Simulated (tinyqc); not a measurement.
From V/G_S back to pull rate V: crystal pulling from the melt: segregation, interface stability, heat balance and point-defect regime. Computed by tinyqc, a small Python program. Command: `OMP_NUM_THREADS=1 python tinyqc.py 3005815 3005816 out.jsonl pull inv`. One thread of a shared host (Intel(R) Xeon(R) Processor @ 2.30GHz), about 0.01 s of CPU time with the checks.

A dilute solute; steady pulling with a flat interface unless it is found unstable.

Inputs (values chosen for the exercise):

| quantity | value | unit |
|---|---|---|
| gradient in the melt G_L | 5.7 | K/cm |
| solid conductivity k_S | 21.6 | W/(m K) |
| melt conductivity k_L | 55.7 | W/(m K) |
| latent heat per volume L | 4260 | J/cm^3 |
| critical ratio xi_c | 0.14 | mm^2/(min K) |

Method. k_S G_S = k_L G_L + L V; the largest rate for this G_S, with G_L = 0, is k_S G_S/L. Voronkov: the crystal grows vacancy-rich if V/G_S > xi_c and interstitial-rich if below; at fixed G_L the neutral rate solves V = xi_c G_S(V).

Problem. A run gave the result below. Find the pull rate V, known to lie between 0.58 and 1.9 mm/min.

V/G_S = 0.210802 mm^2/(min K)

Solution.

Each step takes the trial c = (a f_b - b f_a)/(f_b - f_a), f being the result less the target and a, b, c the logarithms of the listed values; c replaces end b, the old b replaces a if the sign of f changed, and otherwise f_a is halved.

Scan of the range:

| pull rate V (mm/min) | V/G_S (mm^2/(min K)) |
|---|---|
| 0.580 | 0.171784 |
| 0.707 | 0.186357 |
| 0.861 | 0.200233 |
| 1.050 | 0.213360 |
| 1.280 | 0.225461 |
| 1.560 | 0.236448 |
| 1.900 | 0.246266 |

False position (Illinois rule, in the logarithm of the input) inside the bracket:

| step | end a | end b | trial | V/G_S (mm^2/(min K)) |
|---|---|---|---|---|
| 1 | 0.86100 | 1.05000 | 1.01017 | 0.210877 |
| 2 | 0.86100 | 1.01017 | 1.00792 | 0.210732 |
| 3 | 1.01017 | 1.00792 | 1.00900 | 0.210802 |
| 4 | 1.00792 | 1.00900 | 1.00900 | 0.210802 |

V/G_S rises at every point of a 13-point scan of the range (every second point is shown), so one value fits; it is bracketed by 0.861 and 1.05. Answer: pull rate V = 1.009 mm/min.
